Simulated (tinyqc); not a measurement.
# Worked calculation: metal-interlayer-semiconductor contact, depinning against tunnelling resistance

tinyqc, about 0.02 s, one thread, Intel Xeon 2.30GHz (shared host): `OMP_NUM_THREADS=1 python tinyqc.py 2270021 2270022 out.jsonl` Printed values are rounded.

Zero bias, n-type semiconductor. Gap states at the semiconductor surface thin out as exp(-be ti), which unpins the barrier; electrons must then cross the interlayer (a rectangular barrier, no voltage drop across it) and the parabolic depleted layer, both by WKB. Energies E are counted from the Fermi level; no image force, parabolic bands.

Inputs (values chosen for the exercise); semiconductor values close to those of gallium nitride; interlayer mass of the order of that in lanthanum oxide, offset chosen freely: temperature T = 400 K; band gap Eg = 3.27 eV; relative permittivity eps_r = 9.76; electron affinity chi = 4.26 eV; conduction-band density of states at T Nc = 3.54e18 cm^-3; tunnelling mass in the semiconductor mt = 0.204 m0; Richardson mass mA = 0.202 m0; donor density Nd = 1e19 cm^-3; charge-neutrality level above the valence band E0 = 2.4 eV; pinning factor without interlayer S0 = 0.61; metal work function phiM = 4.44 eV; interlayer thickness ti = 0.9 nm; conduction-band offset of the interlayer above the semiconductor dE = 2.06 eV; tunnelling mass in the interlayer mi = 0.29 m0; decay constant of gap states through the interlayer be = 3.7 1/nm.

Constants: q = 1.602176634e-19 C, kB = 1.380649e-23 J/K, eps0 = 8.8541878128e-12 F/m, hbar = 1.054571817e-34 J s, h = 6.62607015e-34 J s, m0 = 9.1093837015e-31 kg, Vt = kB T/q, hbar^2/(2 m0) = 0.0380998212 eV nm^2. Results are converted to the units shown.

## Pinning, barrier and scales

S = 1/(1 + (1/S0 - 1) exp(-be ti)); phiB = S (phiM - chi) + (1 - S)(Eg - E0); xi = Ec - EF deep inside, from Nd = Nc F(-xi/Vt), F(x) = (2/sqrt(pi)) int_0^infinity sqrt(u) du/(1 + exp(u - x)); band bending U = phiB - xi; E00 = (hbar/2) sqrt(Nd/(eps0 eps_r mt m0)) in volts; A = 4 pi q mA m0 kB^2/h^3.

S = 0.9776279
phiB = 0.1954368 eV
xi = -0.06896544 eV
U = 0.2644022 eV
E00 = 0.04160900 eV
A = 24.27499 A/(cm^2 K^2)

The interlayer moves the barrier from 0.449 eV to 0.195 eV; the unpinned limit is phiM - chi = 0.180 eV. E00/Vt = 1.21: by the usual rule of thumb (0.5 to 5) thermionic-field emission.

## Exponents and integrand on an energy grid

E, point 0 to 15 (eV): [-0.06, -0.034, -0.008, 0.018, 0.044, 0.07, 0.096, 0.122, 0.148, 0.174, 0.2, 0.226, 0.252, 0.278, 0.304, 0.33]

With U = phiB - xi: for xi < E < phiB, y = (E - xi)/U and G1 = (U/E00) [sqrt(1 - y) - y ln((1 + sqrt(1 - y))/sqrt(y))], G1 = 0 above phiB; G2 = 2 ti sqrt(mi max(phiB + dE - E, 0)/C), C = hbar^2/(2 m0); f = 1/(1 + exp(E/Vt)); integrand exp(-G1 - G2) f.

```
point        G1        G2            f  integrand (1e-5)
0      5.733699  7.556601    0.8507731          0.143850
1      4.516139  7.514055    0.7283731          0.434217
2      3.576338  7.471266    0.5577635          0.888252
3      2.792836  7.428231    0.3723372          1.355138
4      2.124844  7.384946    0.2181471          1.616964
5      1.552585  7.341405    0.1160078          1.591757
6      1.065648  7.297604   0.05813553          1.356211
7      0.659414  7.253539   0.02821234          1.032493
8      0.334470  7.209204   0.01347076          0.713208
9      0.099441  7.164595  0.006381403          0.446874
10     0.000000  7.119707  0.003011626          0.243642
11     0.000000  7.074533  0.001418759          0.120082
12     0.000000  7.029070  6.678049e-4          0.059151
13     0.000000  6.983310  3.142083e-4          0.029134
14     0.000000  6.937249  1.478102e-4          0.014351
15     0.000000  6.890880  6.952689e-5          0.007071
```

## Contact resistivity

1/rho_c = (A T^2/Vt^2) I, with I the trapezoid sum of the integrand over the grid.

I = 2.594003e-6 eV
rho_c = 1.1793e-4 ohm cm^2

A fine grid from xi upwards gives rho_c = 1.172e-4 ohm cm^2; the coarse value is 0.66 % above it. The integrand peaks at E = 0.054 eV, and 3.9 % of the current flows above phiB. Tunnelling through the interlayer costs a factor of 1540 at this barrier height; the bare contact (ti = 0) has rho_c = 6.53e-6 ohm cm^2, so with the interlayer rho_c is 17.9 times that.
